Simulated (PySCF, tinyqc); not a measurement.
The basis set: RHF and MP2 along a ladder of basis sets, for H4, spin multiplicity 1. Computed by the program tinyqc with PySCF. 

Geometry (angstrom):
```
atom       x       y       z
H     0.0000  0.0000  0.0000
H     0.0000  0.0000  0.7880
H     0.0000  0.9470  0.0000
H     0.0000  0.9470  0.7880
```

Same geometry throughout; the dipole is taken about the origin.

RHF and frozen-core MP2 in a ladder of bases:
```
basis        functions  E(RHF) (hartree)  E(MP2 corr) (hartree)  HOMO (eV)  LUMO (eV)  dipole (debye)
sto-3g               4         -1.828890              -0.039587    -7.0650     9.3250          0.0000
3-21g                8         -1.944285              -0.044392    -9.0702     2.8871          0.0000
6-31g                8         -1.953037              -0.044513    -9.1929     2.4924          0.0000
6-31g**             20         -1.973535              -0.066129    -8.9397     2.6164          0.0000
cc-pvdz             20         -1.972443              -0.066433    -8.9637     2.1603          0.0000
aug-cc-pvdz         36         -1.973892              -0.069396    -9.0547     0.9309          0.0000
cc-pvtz             56         -1.981907              -0.079460    -9.0343     1.8464          0.0000
```

From cc-pVDZ to cc-pVTZ the RHF energy falls by 9.5 mhartree and the correlation energy by 13.0. If valence correlation converges as X^-3, (27 E(T) - 8 E(D))/19 gives -0.0849 hartree, a rough estimate from such small X that usually falls short; STO-3G holds about 47 % of it. Beyond STO-3G the LUMO moves by 2.0 eV and the HOMO by 0.3 eV. The restricted reference is unstable here: a spin-polarised solution lies 0.0074 hartree lower (PySCF, cc-pVDZ), so results built on it describe a poor reference.
